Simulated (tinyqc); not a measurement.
Worked calculation: sputter depth profiling of a dopant layer: erosion rate, quantification and the mixing-roughness response. Computed by tinyqc, a small Python program that keeps every step. Command: `OMP_NUM_THREADS=1 python tinyqc.py 3030275 3030276 out.jsonl sims walk`. One thread of a shared host (Intel(R) Xeon(R) Processor @ 2.30GHz), about 0.06 s of CPU time with the checks. Intermediate numbers are printed to about 7 digits and carried at full precision; extremes and crossings named in words are read from the listed rows.

A rastered ion beam erodes silicon (49.94 atoms per nm^3). The measured profile is the true one convolved with a depth response.

Inputs (values chosen for the exercise, modelled on a dopant in silicon under an oxygen or caesium beam): beam energy E = 0.25 keV; beam current = 170 nA; raster side = 500 um; sputter yield at 1 keV = 0.79; mixing length at 1 keV = 2 nm; roughness sigma = 1.5 nm; depth of the top edge z0 = 33 nm; box width b = 2.5 nm; box concentration C = 9.7e+19 1/cm^3; relative sensitivity factor RSF = 6.3e+20 1/cm^3; matrix count rate = 400000 1/s; background count rate = 4.2 1/s; counting time per point = 1 s; level that defines the junction C_B = 3e+16 1/cm^3.

True profile: box.

Constants: e = 1.602176634e-19 C.

## Erosion and sensitivity

Scaling chosen for the exercise: yield Y = Y1 E^0.5, mixing length w = w1 E^0.5 (E in keV). Erosion rate = Y I/(e x raster^2 x density); depth step = rate x counting time; concentration = RSF x counts/matrix counts; detection limit = RSF x 3 sqrt(background x time)/(matrix rate x time).

yield Y = 0.395

mixing length w = 1 nm

erosion rate = 0.03356967 nm/s

depth step = 0.03356967 nm

detection limit = 9.683368e+15 1/cm^3

Caution: with so few background counts Poisson statistics, not 3 sqrt(N), set the true limit.

## Measured shape

Mixing alone turns a layer at z0 into (1/w) exp(-(z - z0 + w)/w) for z > z0 - w; roughness adds a Gaussian of width sigma. With x = z - z0 + w: g(x) = (1/(2w)) exp(sigma^2/(2 w^2) - x/w) erfc((sigma/w - x/sigma)/sqrt2), and its integral G(x) = (1/2) erfc(-x/(sigma sqrt2)) - w g(x). Measured: C [G(x) - G(x - b)]. Find the maximum, the full width at half maximum and the deep point where the profile falls to C_B; far down, the trailing edge decays by w ln(10) per decade.

depth of the maximum = 34.07391 nm

peak concentration = 5.125721e+19 1/cm^3

full width at half maximum = 4.396179 nm

apparent junction depth = 43.62062 nm

trailing slope = 2.302585 nm/decade

The true deep edge lies at 35.5 nm, so the junction appears 8.12 nm too deep. The peak reaches 52.8 % of the true concentration.

## Moments

Convolution adds means and variances: the response has mean 0 (shift -w plus exponential mean w) and variance w^2 + sigma^2; a box adds the mean b/2 and the variance b^2/12.

centroid = 34.25 nm

standard deviation = 1.941863 nm

maximum minus centroid = -0.1760884 nm

The centroid stays at the true position while the maximum lies nearer the surface, so depth is read from the centroid.

## Points of the profile

Counts = concentration x matrix rate x time/RSF + background x time; relative noise 1/sqrt(counts). Depths are z0 - w + k (w + sigma), k = -0.5, 0, 0.5, 1, 2, 3, 5, 8, 12.

Profile:
```
k     z (nm)  measured (1/cm^3)        counts  relative noise
-0.5   30.75       9.189984e+18  5.839110e+03       0.0130866
0.0    32.00       2.670992e+19  1.696288e+04       0.0076780
0.5    33.25       4.637028e+19  2.944565e+04       0.0058276
1.0    34.50       4.993915e+19  3.171160e+04       0.0056155
2.0    37.00       1.653398e+19  1.050196e+04       0.0097581
3.0    39.50       1.822357e+18  1.161252e+03       0.0293452
5.0    44.50       1.245118e+16  1.210551e+01       0.2874143
8.0    52.00       6.886556e+12  4.204372e+00       0.4876962
12.0   62.00       3.126491e+08  4.200000e+00       0.4879500
```

## Beam energy: resolution against speed

Width = full width at half maximum; the apparent junction is the deep point where the profile falls to C_B; time to profile to twice z0 = 2 z0/erosion rate, at fixed current.

Measured values:
```
E (keV)    w (nm)  peak (1/cm^3)  width (nm)  apparent junction (nm)  time (min)
0.15     0.774597   5.329581e+19    4.256237                42.40595    42.30288
0.25     1.000000   5.125721e+19    4.396179                43.62062    32.76767
0.50     1.414214   4.754342e+19    4.667928                46.04520    23.17024
1.00     2.000000   4.279903e+19    5.064439                49.54988    16.38384
2.00     2.828427   3.729577e+19    5.635159                54.41897    11.58512
4.00     4.000000   3.145334e+19    6.458140                61.04120     8.19192
8.00     5.656854   2.571675e+19    7.646306                69.93328     5.79256
```

From the highest to the lowest energy the width goes from 7.65 to 4.26 nm, towards the floor set by roughness and the box width 2.5 nm, and the junction error from 34.4 to 6.91 nm, at 7.3 times the time. Extrapolating the tail slope to zero energy separates mixing from real diffusion. Caution: the surface transient, segregation under the beam and the growth of roughness with depth are left out, and real yields fall faster near the sputter threshold.

Checks made by the program: dose under the measured profile (relative difference below 1e-10).
